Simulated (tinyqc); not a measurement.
# Read current of a NAND string, cells in series solved by shooting: effects of single changes

Cells in series, numbered from 0 at the source line (0 V) to the bit line, each followed by a gap resistance Rg. A cell with gate Vg, threshold VT, source Vs and drain Vd passes I = 2 nf K Vt^2 [F(Vs) - F(Vd)]/(1 + th max(Vg - VT, 0)), F(V) = ln^2(1 + exp((Vg - VT - nf V)/(2 nf Vt))). The selected cell has Vg = Vr, the others Vg = Vp.

Parameters, values chosen for the exercise; values of the order met in vertical NAND strings: temperature T = 300 K; gain factor of a cell K = 24 uA/V^2; slope factor nf = 1.5; mobility reduction factor th = 0.14 1/V; resistance of the gap between cells Rg = 25 kohm; bit-line voltage Vbl = 0.7 V; pass voltage Vp = 7 V; threshold of an erased cell Ve = -1 V; threshold of the highest state Vh = 4.6 V; threshold of the selected cell Vx = 1.6 V; sensing current Is = 10 nA; read voltage on the selected word line Vr = 2.49 V.

Constants: q = 1.602176634e-19 C, kB = 1.380649e-23 J/K, Vt = kB T/q. Results are converted to the units shown.

Each table varies one quantity; the others keep the values above.

## Read current against the number of cells

For a trial current I start at 0 V and, cell by cell, solve for the drain: sqrt(F(Vd)) = sqrt(F(Vs) - I/k), k = 2 nf K Vt^2/(1 + th max(Vg - VT, 0)), Vd = [Vg - VT - 2 nf Vt ln(exp(sqrt F) - 1)]/nf, then add I Rg. The string current is the I for which the last node reaches Vbl. The apparent threshold is the Vr at which I = Is. Background: all other cells erased (VT = Ve) or all in the highest state (VT = Vh); ratio and shift are high over erased and high minus erased. The selected cell is in the middle, cell n/2.

Read current against the number of cells:
columns A: n; B: I, others erased (uA); C: I, others high (uA); D: ratio; E: apparent VT, erased (V); F: apparent VT, high (V); G: background shift (mV)
```
A          B        C       D      E      F       G
8      1.685    1.310  0.7775  1.560  1.560  0.7298
16    0.9894   0.7215  0.7292  1.562  1.563   1.461
32    0.5405   0.3786  0.7006  1.566  1.569   2.928
64    0.2831   0.1940  0.6852  1.575  1.581   5.881
96    0.1917   0.1303  0.6799  1.583  1.592   8.858
128   0.1449  0.09815  0.6772  1.592  1.604   11.89
192  0.09740  0.06570  0.6745  1.609  1.628   18.06
```

Read the table: what changes, and by how much?

With erased neighbours the current falls from 1.68 to 0.0974 uA, as n^(-0.77) between the first two rows and n^(-0.98) between the last two (-1 once the series resistance rules). The ratio falls from 0.777 to 0.675 and the background shift rises from 0.730 to 18.1 mV.

## Effect of the bit-line voltage

Same model as above.

The string has 64 cells and the selected one is cell 32.

Effect of the bit-line voltage:
columns A: Vbl (V); B: I, others erased (uA); C: I, others high (uA); D: ratio; E: apparent VT, erased (V); F: apparent VT, high (V); G: background shift (mV)
```
A          B        C       D      E      F      G
0.1  0.04238  0.03159  0.7454  1.578  1.586  7.226
0.2  0.08431  0.06207  0.7362  1.575  1.581  5.912
0.3   0.1257  0.09135  0.7266  1.575  1.581  5.882
0.4   0.1665   0.1193  0.7165  1.575  1.581  5.881
0.5   0.2065   0.1459  0.7061  1.575  1.581  5.881
0.6   0.2455   0.1708  0.6956  1.575  1.581  5.881
0.7   0.2831   0.1940  0.6852  1.575  1.581  5.881
0.8   0.3182   0.2151  0.6759  1.575  1.581  5.881
```

What does the comparison show?

As Vbl goes from 0.1 to 0.8 V, the current with erased neighbours rises from 0.0424 to 0.318 uA, that with high neighbours rises from 0.0316 to 0.215 uA and the ratio falls from 0.745 to 0.676. The background shift falls from 7.23 to 5.88 mV.

tinyqc, about 0.7 s, one thread, Intel Xeon 2.30GHz (shared host): `OMP_NUM_THREADS=1 python tinyqc.py 2142052 2142053 out.jsonl`
